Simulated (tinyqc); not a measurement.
# Worked calculation: input admittance of a MOSFET at zero drain bias: distributed channel and distributed gate

tinyqc, about 0.01 s, one thread, Intel Xeon 2.30GHz (shared host): `OMP_NUM_THREADS=1 python tinyqc.py 2262042 2262043 out.jsonl` Printed values are rounded.

Source and drain grounded, strong inversion, w = 2 pi f, Cox = eps0 eox/tox. The channel is an RC line of resistance 1/(mu Cox Vo) per square fed from both ends, so one finger has the intrinsic admittance y = i w Cox L tanh(g)/g per width, g = (1/2) sqrt(i w tau), tau = L^2/(mu Vo). The vertical resistance rv/L is in series with y, the overlaps 2 i w Cov in parallel: y_t = 1/(1/y + rv/L) + 2 i w Cov. The gate strip is a line of Rsh/L per length loaded by y_t, so a finger has Y = y_t Wf tanh(k)/k, k = (Wf/sd) sqrt(y_t Rsh/L); the device has Nf Y.

Values chosen for this exercise; values of the order met in silicon radio-frequency transistors: relative permittivity of the gate insulator (close to silicon dioxide) eox = 3.9; insulator thickness tox = 2.6 nm; channel length L = 0.26 um; finger width Wf = 0.88 um; number of fingers Nf = 32; channel mobility mu = 310 cm^2/(V s); gate overdrive Vo = 0.75 V; sheet resistance of the gate Rsh = 12 ohm/square; vertical resistivity of the gate stack rv = 0 ohm um^2; number of ends at which a finger is contacted sd = 2; overlap and fringe capacitance on each side Cov = 0.29 fF/um; frequency f = 25 GHz.

Constants: eps0 = 8.8541878128e-14 F/cm where lengths are in cm. Results are converted to the units shown.

## Low-frequency resistances and capacitance

Low-frequency limits, with c = Cox L and ct = c + 2 Cov: R_strip = Rsh Wf/(3 sd^2 L Nf), R_ch = (c/ct)^2 L/(12 mu Cox Vo Wf Nf), R_vert = (c/ct)^2 rv/(L Wf Nf), C = ct Wf Nf.

parts (ohm): strip 0.1057692, channel 1.826577, vertical 0
sum = 1.932346 ohm
C = 113.5730 fF
1/(2 pi R C) = 725.2035 GHz

The channel term is the largest, 94.5 % of the sum.

## Admittance of the channel and stack per width

tau, g, c = Cox L, y and y_t as defined.

tau = 2.907527 ps
g = 0.2389334+0.2389334i
c = 3.453133 fF/um
y = 20.6006+541.4761i uS/um
y_t = 20.6006+632.5823i uS/um

w tau = 0.457, and Im y is 0.998 of w c.

## Input impedance of the device

k and Y as defined; Z = 1/(Nf Y) = R + 1/(i w C); Q = |Im Z|/R; signal at the point farthest from a contact |1/cosh k|.

k = 0.05403442+0.05230338i
Nf Y = 0.61363+17.81125i mS
R = 1.931987 ohm
C = 113.5246 fF
Q = 29.02593
signal at the far point = 0.9999053

R is 0.019 % below its low-frequency limit and C is 0.043 % below its own.
